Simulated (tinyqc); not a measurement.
From results back to parameters: phonon-assisted absorption at an indirect gap. Three cases, with inputs chosen for the exercise.

Problem. A slab transmits Tr = (1 - R)^2 x/(1 - R^2 x^2) with x = exp(-alpha d) and R = ((nr - 1)/(nr + 1))^2.

Find: x; alpha.

Method. Tr R^2 x^2 + (1 - R)^2 x - Tr = 0; take the positive root, then alpha = -ln(x)/d.

Case 1.

Values chosen (out of a larger set: loosely those of Si at room temperature; Eg is not tied to T; not measured data): nr = 3.54 (refractive index); d = 4.6 micrometre (thickness).

Tr = 0.499293

Solution.

x = 0.9620
alpha = 84.2 1/cm

Case 2.

Values chosen (out of a larger set: loosely those of SiC at room temperature; Eg is not tied to T; not measured data): nr = 2.83 (refractive index); d = 1.6 micrometre (thickness).

Tr = 0.627470

Solution.

x = 0.9989
alpha = 7.16 1/cm

Case 3.

Values chosen (out of a larger set: loosely those of Si at room temperature; Eg is not tied to T; not measured data): nr = 3.66 (refractive index); d = 11 micrometre (thickness).

Tr = 0.507690

Solution.

x = 0.9987
alpha = 1.16 1/cm

Computed by tinyqc, one run a case: `OMP_NUM_THREADS=1 python tinyqc.py N N+1 out.jsonl` with N = 1682049, 1682126, 1682142; one thread of a shared Intel(R) Xeon(R) Processor @ 2.30GHz, about 0.01 s a run at most.
